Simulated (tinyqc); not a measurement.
# Interface traps from C-V curves, high-low and Terman methods: subthreshold swing with traps

MOS capacitor on an n-type substrate; psi is the band bending, negative in depletion; only majority carriers are counted. At the bending psi the Fermi level lies y = xi - psi below the conduction edge at the surface, xi = Vt ln(Nc/Nd). Dit(y) = D0 + D1 exp(-y/E1); traps fill up to the Fermi level, follow the bias and a slow signal, and do not follow a fast one. V is the gate voltage from flat band.

Cox = 3.9 eps0/EOT, LD = sqrt(eps0 eps_r Vt/(q Nd)), u = psi/Vt, Cd = (eps0 eps_r/(sqrt(2) LD)) |exp(u) - 1|/sqrt(exp(u) - u - 1). At psi = -0.253 V the swing of a transistor with this gate would be S = Vt ln 10 (1 + (Cd + q Dit)/Cox), Dit as above.

Inputs (values chosen for the exercise); band and dielectric values close to those of silicon: temperature T = 300 K; relative permittivity eps_r = 11.7; conduction-band density of states at T Nc = 2.75e19 cm^-3; donor density Nd = 2e17 cm^-3; equivalent oxide thickness EOT = 4.5 nm; band-tail density at the conduction edge D1 = 4e12 cm^-2 eV^-1; decay energy of the tail E1 = 0.07 eV.

Constants: q = 1.602176634e-19 C, kB = 1.380649e-23 J/K, Vt = kB T/q, eps0 = 8.8541878128e-14 F/cm where lengths are in cm. Results are converted to the units shown.

Result of one run:

| Dit (cm^-2 eV^-1) | q Dit/Cox | S (mV/decade) |
|---|---|---|
| 1.5017e13 | 3.1355 | 267.14 |

Which trap density far from the band edge D0 gave this result: 7.3e10, 2.1e11, 6.2e11 or 1.5e13 cm^-2 eV^-1?

D0 = 1.5e13 cm^-2 eV^-1.

The whole series:

| D0 (cm^-2 eV^-1) | Dit (cm^-2 eV^-1) | q Dit/Cox | S (mV/decade) |
|---|---|---|---|
| 8.5e9 | 2.5986e10 | 0.0054256 | 80.817 |
| 2.5e10 | 4.2486e10 | 0.0088706 | 81.022 |
| 7.3e10 | 9.0486e10 | 0.018893 | 81.619 |
| 2.1e11 | 2.2749e11 | 0.047497 | 83.321 |
| 6.2e11 | 6.3749e11 | 0.13310 | 88.417 |
| 1.8e12 | 1.8175e12 | 0.37947 | 103.08 |
| 5.3e12 | 5.3175e12 | 1.1102 | 146.58 |
| 1.5e13 | 1.5017e13 | 3.1355 | 267.14 |

S rises from 80.8 to 267 mV/decade; without traps it is 80.5. The traps add 10 mV/decade at Dit = 8.05e11 cm^-2 eV^-1 and equal Cox at 4.79e12.

Numbers from tinyqc (`OMP_NUM_THREADS=1 python tinyqc.py 2030107 2030108 out.jsonl`; about 0.01 s on one thread of a shared Intel Xeon 2.30GHz).
